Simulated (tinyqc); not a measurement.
Worked calculation: CIS on RHF in the sto-3g basis, for H4, spin multiplicity 1. Computed by tinyqc, a small Python program that keeps every step (integrals from PySCF). Settings: charge = 0, multiplicity = 1, basis = sto-3g, method = RHF, energy threshold = 1e-10, iteration cap = 82, orthogonalisation = symmetric, start = Wolfsberg-Helmholz matrix, DIIS depth = 6. Command: `OMP_NUM_THREADS=1 python tinyqc.py 29696 29697 out.jsonl` (the two numbers bound the seeds that draw the settings). One thread of a shared host (Intel(R) Xeon(R) Processor @ 2.60GHz), about 0.05 s of CPU time with the checks. The early iterations of the SCF are left out here.

## One-electron integrals

Geometry (angstrom):
```
atom       x       y       z
H     0.0000  0.0000  0.0000
H     0.0000  0.0000  0.9440
H     0.0000  0.0000  2.5180
H     0.0000  0.0000  3.4620
```

Basis sto-3g: exponents (1/bohr^2) and contraction coefficients of normalised primitives:
```
element  l (shell)  exponent  coefficient
H            s (1)    3.4253       0.1543
H            s (1)    0.6239       0.5353
H            s (1)    0.1689       0.4446
```

Overlap, kinetic and nuclear-attraction integrals over the contracted functions; the nuclear repulsion is the sum of Za Zb / Rab.

nuclear repulsion = 2.030506 hartree

overlap S, lower triangle:
```
        1H 1s   2H 1s   3H 1s   4H 1s
1H 1s  1.0000
2H 1s  0.5301  1.0000
3H 1s  0.0479  0.2307  1.0000
4H 1s  0.0066  0.0479  0.5301  1.0000
```

kinetic energy T (hartree), lower triangle:
```
         1H 1s    2H 1s   3H 1s   4H 1s
1H 1s   0.7600
2H 1s   0.1334   0.7600
3H 1s  -0.0106   0.0041  0.7600
4H 1s  -0.0033  -0.0106  0.1334  0.7600
```

nuclear attraction V (hartree), lower triangle:
```
         1H 1s    2H 1s    3H 1s    4H 1s
1H 1s  -2.1287
2H 1s  -1.1034  -2.3111
3H 1s  -0.0873  -0.4380  -2.3111
4H 1s  -0.0115  -0.0873  -1.1034  -2.1287
```

core Hamiltonian H = T + V (hartree), lower triangle:
```
         1H 1s    2H 1s    3H 1s    4H 1s
1H 1s  -1.3687
2H 1s  -0.9700  -1.5511
3H 1s  -0.0979  -0.4340  -1.5511
4H 1s  -0.0148  -0.0979  -0.9700  -1.3687
```

## Two-electron integrals

Functions are numbered as in S; the eight-fold symmetry (ij|kl) = (ji|kl) = (kl|ij) leaves the list below.

Two-electron integrals (ij|kl) in chemists' order, unique and non-zero (hartree):
```
(11|11) 0.7746     (21|11) 0.3359     (21|21) 0.1825     (22|11) 0.4967
(22|21) 0.3359     (22|22) 0.7746     (31|11) 0.0196     (31|21) 0.0122
(31|22) 0.0264     (31|31) 0.0011     (32|11) 0.0719     (32|21) 0.0494
(32|22) 0.1211     (32|31) 0.0054     (32|32) 0.0297     (33|11) 0.2101
(33|21) 0.1379     (33|22) 0.3310     (33|31) 0.0196     (33|32) 0.1211
(33|33) 0.7746     (41|11) 0.0021     (41|21) 0.0014     (41|22) 0.0031
(41|31) 1.41e-04   (41|32) 0.0008     (41|33) 0.0031     (41|41) 1.95e-05
(42|11) 0.0120     (42|21) 0.0081     (42|22) 0.0196     (42|31) 0.0010
(42|32) 0.0054     (42|33) 0.0264     (42|41) 1.41e-04   (42|42) 0.0011
(43|11) 0.0943     (43|21) 0.0598     (43|22) 0.1379     (43|31) 0.0081
(43|32) 0.0494     (43|33) 0.3359     (43|41) 0.0014     (43|42) 0.0122
(43|43) 0.1825     (44|11) 0.1529     (44|21) 0.0943     (44|22) 0.2101
(44|31) 0.0120     (44|32) 0.0719     (44|33) 0.4967     (44|41) 0.0021
(44|42) 0.0196     (44|43) 0.3359     (44|44) 0.7746
```

## Orthogonalisation

S = U s U^T; symmetric (Loewdin) form X = U s^(-1/2) U^T, so that X^T S X = 1.

eigenvalues of S: 0.3863  0.5299  1.3764  1.7073

X, lower triangle:
```
         1H 1s    2H 1s    3H 1s   4H 1s
1H 1s   1.1362
2H 1s  -0.3335   1.1639
3H 1s   0.0349  -0.1523   1.1639
4H 1s  -0.0088   0.0349  -0.3335  1.1362
```

## Iteration 5 (converged): orbitals

converged F (hartree), lower triangle:
```
         1H 1s    2H 1s    3H 1s    4H 1s
1H 1s  -0.2699
2H 1s  -0.5027  -0.2897
3H 1s  -0.0653  -0.1770  -0.2897
4H 1s  -0.0015  -0.0653  -0.5027  -0.2699
```

Diagonalise F' = X^T F X, C = X C', fill 2 alpha and 2 beta electrons from the bottom; D = 2 C_occ C_occ^T. Each column has its largest component positive (the first on a tie).

F' = X^T F X (hartree), lower triangle:
```
         1        2        3        4
1  -0.0011
2  -0.5084   0.0170
3   0.0424  -0.1756   0.0170
4  -0.0031   0.0424  -0.5084  -0.0011
```

orbital energies (hartree): MO1 -0.5538, MO2 -0.4617, MO3 0.3910, MO4 0.6563

coefficients C:
```
          MO1      MO2      MO3      MO4
1H 1s  0.3545   0.4516   0.7446  -0.7207
2H 1s  0.4090   0.4001  -0.6237   0.8798
3H 1s  0.4090  -0.4001  -0.6237  -0.8798
4H 1s  0.3545  -0.4516   0.7446   0.7207
```

D after iteration 5, lower triangle:
```
         1H 1s    2H 1s   3H 1s   4H 1s
1H 1s   0.6593
2H 1s   0.6514   0.6547
3H 1s  -0.0714   0.0144  0.6547
4H 1s  -0.1565  -0.0714  0.6514  0.6593
```

## Convergence

Stop when the energy changes by less than 1e-10 hartree and every element of the error matrix X^T (F D S - S D F) X is below 3e-06.

Course of the cycle:
```
iteration  E (hartree)     change  largest element of the error matrix
1            -2.140985          -                             1.09e-01
2            -2.156246  -1.53e-02                             1.33e-02
3            -2.156462  -2.16e-04                             3.07e-03
4            -2.156474  -1.21e-05                             4.90e-06
5            -2.156474  -2.72e-11                             1.80e-06
```

PySCF RHF in the same basis = -2.156474 hartree

Converged in 5 iterations.

## Integrals over molecular orbitals

(pq|rs) = sum C_ip C_jq C_kr C_ls (ij|kl), one index at a time.

one-electron integrals over orbitals h = C^T H C (hartree), lower triangle:
```
         1        2        3        4
1  -1.6313
2   0.0000  -1.5402
3   0.1041   0.0000  -1.0946
4   0.0000  -0.0952   0.0000  -0.9239
```

Two-electron integrals over orbitals (pq|rs), unique and non-zero (hartree):
```
(11|11) 0.4319    (21|21) 0.2053    (22|11) 0.4254    (22|22) 0.4330
(31|11) -0.0388   (31|22) -0.0028   (31|31) 0.1053    (32|21) 0.0596
(32|32) 0.0997    (33|11) 0.4221    (33|22) 0.4232    (33|31) -0.0098
(33|33) 0.4391    (41|21) 0.0161    (41|32) -0.0808   (41|41) 0.0901
(42|11) 0.0479    (42|22) 0.0155    (42|31) -0.1039   (42|33) 0.0128
(42|42) 0.1084    (43|21) -0.1991   (43|32) -0.0614   (43|41) -0.0137
(43|43) 0.2118    (44|11) 0.4478    (44|22) 0.4415    (44|31) -0.0429
(44|33) 0.4526    (44|42) 0.0523    (44|44) 0.4863
```

## CIS matrix, singlets

A(ia,jb) = (e_a - e_i) d_ij d_ab + 2 (ia|jb) - (ij|ab).

CIS matrix A, singlet (hartree), lower triangle:
```
         1>3     1>4     2>3     2>4
1>3   0.7332
1>4   0.0000  0.9425
2>3   0.0000  0.0374  0.6289
2>4  -0.0087  0.0000  0.0000  0.8932
```

## CIS singlet states

dipole integrals <i|r|a> (bohr):
```
          x       y        z
1>3  0.0000  0.0000   0.0000
1>4  0.0000  0.0000   0.6098
2>3  0.0000  0.0000  -1.4492
2>4  0.0000  0.0000   0.0000
```

Diagonalise A (1 hartree = 27.211386 eV); each vector has its largest component positive (the first on a tie). The transition dipole is mu = sqrt2 sum c_ia <i|r|a>.

singlet excitation energies (eV): 16.9942  19.9381  24.3167  25.7664

lowest vectors:
```
     state 1  state 2  state 3  state 4
1>3   0.0000   0.9985  -0.0539   0.0000
1>4  -0.1170   0.0000   0.0000   0.9931
2>3   0.9931   0.0000   0.0000   0.1170
2>4   0.0000   0.0539   0.9985   0.0000
```

oscillator strengths 2/3 w |mu|^2: 1.9002  0.0000  0.0000  0.2402

## CIS matrix, triplets

A(ia,jb) = (e_a - e_i) d_ij d_ab - (ij|ab).

CIS matrix A, triplet (hartree), lower triangle:
```
        1>3     1>4     2>3     2>4
1>3  0.5227
1>4  0.0000  0.7623
2>3  0.0000  0.1991  0.4295
2>4  0.1991  0.0000  0.0000  0.6764
```

## CIS triplet states

Diagonalise A (1 hartree = 27.211386 eV); each vector has its largest component positive (the first on a tie).

triplet excitation energies (eV): 9.1539  10.5073  22.1216  23.2746

lowest vectors:
```
     state 1  state 2  state 3  state 4
1>3   0.0000   0.8247   0.5656   0.0000
1>4  -0.4235   0.0000   0.0000   0.9059
2>3   0.9059   0.0000   0.0000   0.4235
2>4   0.0000  -0.5656   0.8247   0.0000
```
